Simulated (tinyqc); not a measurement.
What each parameter does: two-dimensional electron gas with Rashba and Dresselhaus coupling.

H = c k^2/m + al (ky sx - kx sy) + b1 (kx sx - ky sy) + gam kx ky (kx sy - ky sx), s the Pauli matrices, x = [100], c = hbar^2/2m0, b1 = gam (pi/L)^2 (hard walls). H = c k^2/m + B.s, so E = c k^2/m -/+ |B| and the lower state has its spin along -B.

Constants: hbar^2/2m0 = 3.80998211 eV angstrom^2.

Parameters, chosen for this exercise (of the size met in GaN; not measured data):
- m = 0.2216 m0 (mass)
- al = 0.0064 eV angstrom (Rashba constant)
- gam = 0 eV angstrom^3 (bulk Dresselhaus constant)
- L = 236 angstrom (width of the (001) well)
- n = 5.2 1e11/cm^2 (sheet density (one subband filled))

Splittings 2|B| at k0 = sqrt(2 pi n) along [100], [110] and [-110], and E0 = c k0^2/m; 1e11/cm^2 = 1e-5/angstrom^2.

One parameter was then changed.

Results before and after:

| case | [100] (meV) | [110] (meV) | [-110] (meV) | E0 (meV) |
|---|---|---|---|---|
| base | 0.2314 | 0.2314 | 0.2314 | 5.62 |
| changed | 0.2776 | 0.2776 | 0.2776 | 5.62 |

Which of these changes was made? (a) gam = 3 eV angstrom^3; (b) L = 256 angstrom; (c) al = 0.00768 eV angstrom; (d) n = 7.8 1e11/cm^2; (e) m = 0.24376 m0.

Answer: (c) al = 0.00768 eV angstrom. Of the candidates, run in turn, only this one gives the changed row.

All candidates:

| case | [100] (meV) | [110] (meV) | [-110] (meV) | E0 (meV) |
|---|---|---|---|---|
| base | 0.2314 | 0.2314 | 0.2314 | 5.62 |
| m = 0.24376 m0 | 0.2314 | 0.2314 | 0.2314 | 5.11 |
| al = 0.00768 eV angstrom | 0.2776 | 0.2776 | 0.2776 | 5.62 |
| gam = 3 eV angstrom^3 | 0.2322 | 0.2329 | 0.2299 | 5.62 |
| L = 256 angstrom | 0.2314 | 0.2314 | 0.2314 | 5.62 |
| n = 7.8 1e11/cm^2 | 0.2834 | 0.2834 | 0.2834 | 8.43 |

(tinyqc, `OMP_NUM_THREADS=1 python tinyqc.py 1481316 1481317 out.jsonl`, Intel(R) Xeon(R) Processor @ 2.30GHz, 1 thread, shared host, about 0.01 s.)
